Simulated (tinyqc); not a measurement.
# MOS inversion layer, Poisson-Schroedinger loop: effect of the temperature

Electrons confined at an insulator interface at z = 0, treated as a hard wall; parabolic valleys, Hartree approximation, no image or exchange terms. The depletion charge lies far deeper than the electrons and gives a uniform field q Nd/(eps0 eps_r); the gate balances all charge. Energies are counted from the band edge at the interface.

Schroedinger equation -(C/mz) psi'' + (V0 + U + dE for set B) psi = E psi, C = hbar^2/(2 m0), psi(0) = 0, on a uniform mesh of 800 nodes with a far wall at 42 nm, 8 levels a set; V0 = q Nd z/(eps0 eps_r); dU/dz = q (Ns - integral of n from 0 to z)/(eps0 eps_r), U(0) = 0; N_k = g md m0 q Vt/(pi hbar^2) ln(1 + exp((EF - E_k)/Vt)), g the number of valleys of the set, sum N_k = Ns. Triangular well: E_k = a_k (C F^2/mz)^(1/3), a_1 = 2.338107, a_2 = 4.087949, C = hbar^2/(2 m0), F in eV/nm. Fang-Howard (all electrons in the lowest level of set A): b^3 = 6 (mz1/C) q (Nd + 11 Ns/32)/(eps0 eps_r), centroid 3/b, level C b^2/(4 mz1) + (3/b) q (Nd + 11 Ns/16)/(eps0 eps_r). The centroid adds 3.9 z_av/eps_r to an oxide-equivalent thickness.

Parameters, values chosen for the exercise; masses and permittivity close to those of silicon (100): relative permittivity eps_r = 11.8; mass along z of valley set A (2 valley(s)) mz1 = 0.911 m0; in-plane density-of-states mass of set A md1 = 0.193 m0; mass along z of valley set B (4 valley(s)) mz2 = 0.188 m0; in-plane density-of-states mass of set B md2 = 0.417 m0; sheet density of electrons Ns = 2.5e12 cm^-2; sheet density of depletion charge Nd = 3.6e11 cm^-2; extra shift of set B (strain) dE = 0 eV.

Constants: q = 1.602176634e-19 C, kB = 1.380649e-23 J/K, hbar = 1.054571817e-34 J s, m0 = 9.1093837015e-31 kg, Vt = kB T/q, eps0 = 8.8541878128e-14 F/cm where lengths are in cm, hbar^2/(2 m0) = 0.0380998212 eV nm^2. Results are converted to the units shown.

The same in every row: Fang-Howard centroid (nm) = 2.16.

Results:
```
T (K),A1 (meV),B1 (meV),EF (meV),share of A1 (%),share of set A (%),centroid z_av (nm),added oxide equivalent (nm)
20,87.4,117,103,100,100,2.03,0.671
50,87.7,118,102,96.1,96.9,2.11,0.696
77,88.4,121,101,88.6,90.8,2.25,0.742
120,89.5,125,97.4,76.3,81.0,2.48,0.820
300,92.7,138,61.1,43.1,56.2,3.45,1.14
400,93.7,142,31.2,33.5,49.5,3.96,1.31
500,94.4,144,-3.55,27.2,45.0,4.42,1.46
```

Estimate the missing row, T = 200 K.

Computed row:
```
T (K),A1 (meV),B1 (meV),EF (meV),share of A1 (%),share of set A (%),centroid z_av (nm),added oxide equivalent (nm)
200,91.2,132,84.7,58.1,67.1,2.92,0.964
```

With this row back in the table: As T goes from 20 to 500, A1 rises from 87.4 to 94.4 meV, the share of A1 falls from 100 to 27.2 % and the centroid rises from 2.03 to 4.42 nm. EF lies more than 2 meV above A1 for T = 20, 50, 77, 120. The Fang-Howard centroid is 6.3 % above the full one in the first row, where A1 holds 100 %, and 51 % below it in the last, where A1 holds 27.2 %. For T = 500 the eighth level of a set still holds over 0.4 % of the electrons, so more levels and a farther wall would raise the centroid.

tinyqc, about 1 s, one thread, Intel Xeon 2.30GHz (shared host): `OMP_NUM_THREADS=1 python tinyqc.py 2160020 2160021 out.jsonl`
